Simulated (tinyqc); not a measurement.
# Film and buried-oxide thickness from two coupling ratios

Problem. In a depleted film -dVT/dVb is k1 = Cs Cbox/(Cox (Cs + Cbox)) for a front channel and k2 = Cbox (Cox + Cs)/(Cox Cs) for a back channel, with Cox = eps0 eox/tox, Cs = eps0 eps_r/ts, Cbox = 3.9 eps0/tb. Find ts and tb.

Inputs (values chosen for the exercise); band and dielectric values close to those of silicon:
- eps_r = 11.8 (relative permittivity)
- eox = 8.93 (relative permittivity of the gate insulator (close to aluminium oxide))
- tox = 3 nm (insulator thickness)

coupling ratios for a front and a back channel: 0.098472907  0.46152751

Answer. With y = Cox/Cs and z = Cox/Cbox, 1/k1 = y + z and k2 = (1 + y)/z, so y = (k2/k1 - 1)/(1 + k2); the thicknesses follow from y and z.

ts = 10.0 nm
tb = 10.0 nm

tinyqc, about 0.3 s, one thread, Intel Xeon 2.30GHz (shared host): `OMP_NUM_THREADS=1 python tinyqc.py 2190070 2190071 out.jsonl`
